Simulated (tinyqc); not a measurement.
Tight binding, honeycomb lattice, step by step. Computed by tinyqc, a small Python program that keeps every step. Settings: t1 = 1.47, t2 = 0.13, phi = 0, delta = 2.15, points = 6. Command: `OMP_NUM_THREADS=1 python tinyqc.py 22102 22103 out.jsonl` (the two numbers bound the seeds that draw the settings). One thread of a shared host (Intel(R) Xeon(R) Processor @ 2.60GHz), about 0.01 s of CPU time with the checks.

## Bloch Hamiltonian at k

Parameters chosen for this model:
```
parameter     value                        unit
t1         1.470000                 eV, nearest
t2         0.130000       eV, second neighbours
phi               0  rad, phase of t2 (Haldane)
delta      2.150000          eV, +/- on A and B
```

k point k (fractions of the reciprocal vectors): -0.4400  0.2100

H_AB = -t1 (1 + exp(-i k.a1) + exp(-i k.a2)); H_AA = delta - 2 t2 sum cos(k.b + phi), H_BB = -delta - 2 t2 sum cos(k.b - phi), b = a1, a2 - a1, -a2.

H(k) at k (eV):
```
                 A                B
A           2.4799  -0.4688+0.8827i
B  -0.4688-0.8827i          -1.8201
```

## Levels at k

Diagonalise the Hermitian matrix.

eigenvalues (eV): -2.0410  2.7009

weights |c|^2 of the basis functions:
```
   band 1  band 2
A  0.0466  0.9534
B  0.9534  0.0466
```

## Bloch Hamiltonian at K

k point K (fractions of the reciprocal vectors): 0.3333  0.6667

As before.

H(k) at K (eV):
```
        A        B
A  2.5400   0.0000
B  0.0000  -1.7600
```

## Levels at K

As before.

eigenvalues (eV): -1.7600  2.5400

weights |c|^2 of the basis functions:
```
   band 1  band 2
A  0.0000  1.0000
B  1.0000  0.0000
```

## Bands along a path

The same steps at evenly spaced points between the labelled ones.

Bands along the path (eV):
```
k           band 1  band 2
G          -5.6862  4.1262
G-K 0.20   -5.3281  4.0300
G-K 0.40   -4.3750  3.7335
G-K 0.60   -3.1566  3.2559
G-K 0.80   -2.1356  2.7529
K          -1.7600  2.5400
K-M 0.20   -1.8316  2.5819
K-M 0.40   -1.9937  2.6744
K-M 0.60   -2.1689  2.7710
K-M 0.80   -2.2977  2.8399
M          -2.3445  2.8645
M-K' 0.20  -2.2977  2.8399
M-K' 0.40  -2.1689  2.7710
M-K' 0.60  -1.9937  2.6744
M-K' 0.80  -1.8316  2.5819
K'         -1.7600  2.5400
```

With 1 band(s) filled, the highest filled level on these points lies at K and the lowest empty one at K: a gap of 4.3000 eV, direct.

## Chern number of the lower band

On a 6 x 6 mesh, the phase of the product of overlaps around each plaquette (k1 then k2); the sum over 2 pi is an integer.

plaquette phases (rad):
```
         1        2        3        4        5        6
1   0.0000  -0.0352  -0.0825   0.0000   0.0532   0.0260
2   0.0352   0.0000  -0.0825  -0.1577   0.0000   0.0532
3   0.0825   0.0825   0.0000  -0.1577  -0.1577   0.0000
4   0.0000   0.1577   0.1577   0.0000  -0.0825  -0.0825
5  -0.0532   0.0000   0.1577   0.0825   0.0000  -0.0352
6  -0.0260  -0.0532   0.0000   0.0825   0.0352   0.0000
```

Chern number = 0.0000
